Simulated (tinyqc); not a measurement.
Single-oscillator infrared dielectric function of a polar cubic crystal. From eps_s back to Born charge Z*. Computed by tinyqc, a small Python program. Command: `OMP_NUM_THREADS=1 python tinyqc.py 3003559 3003560 out.jsonl infrared inv`. One thread of a shared host (Intel(R) Xeon(R) Processor @ 2.30GHz), about 0.01 s of CPU time with the checks.

One ion pair, charges +Z* and -Z*, in a cell of volume Omega = a^3/4. Frequencies omega are given as wavenumbers (1/cm); eps_s is the static dielectric constant.

Inputs (values chosen for the exercise, modelled on cubic gallium nitride):
```
quantity             value      unit
lattice constant a    4.52  angstrom
mass M_A             69.72         u
mass M_B            14.007         u
omega_TO               562      1/cm
eps_inf                5.4         -
```

Structure: zinc blende. Free carriers: present.

Constants: nu for 1 eV/(angstrom^2 u) = 15.6333042 THz; 1 THz = 33.35640952 1/cm; e^2/(4 pi eps_0) = 14.39964548 eV angstrom.

Method. mu = M_A M_B/(M_A + M_B); ionic plasma term W^2 = 4 pi Z*^2 (e^2/(4 pi eps_0))/(Omega mu) in eV/(angstrom^2 u), turned into 1/cm by W = 15.6333042 x 33.35640952 x sqrt(W^2); omega_LO^2 = omega_TO^2 + W^2/eps_inf; eps_s = eps_inf + W^2/omega_TO^2; Szigeti charge 3 Z*/(eps_inf + 2); longitudinal (Callen) charge Z*/eps_inf.

Problem. A run gave the result below. Find the Born charge Z*, known to lie between 2.1 and 4.8 e.

eps_s = 9.91658

Solution.

Each step takes the trial c = (a f_b - b f_a)/(f_b - f_a), f being the result less the target and a, b, c the logarithms of the listed values; c replaces end b, the old b replaces a if the sign of f changed, and otherwise f_a is halved.

Scan of the range:
```
Born charge Z* (e)    eps_s
2.10                 7.9515
2.41                 8.7604
2.77                 9.8393
3.17                11.2140
3.64                13.0658
4.18                15.5090
4.80                18.7303
```

False position (Illinois rule, in the logarithm of the input) inside the bracket:
```
step    end a    end b    trial    eps_s
1     2.77000  3.17000  2.79108  9.90714
2     3.17000  2.79108  2.79365  9.91544
3     3.17000  2.79365  2.79427  9.91745
4     2.79365  2.79427  2.79400  9.91658
5     2.79427  2.79400  2.79400  9.91658
```

eps_s rises at every point of a 13-point scan of the range (every second point is shown), so one value fits; it is bracketed by 2.77 and 3.17. Answer: Born charge Z* = 2.794 e.
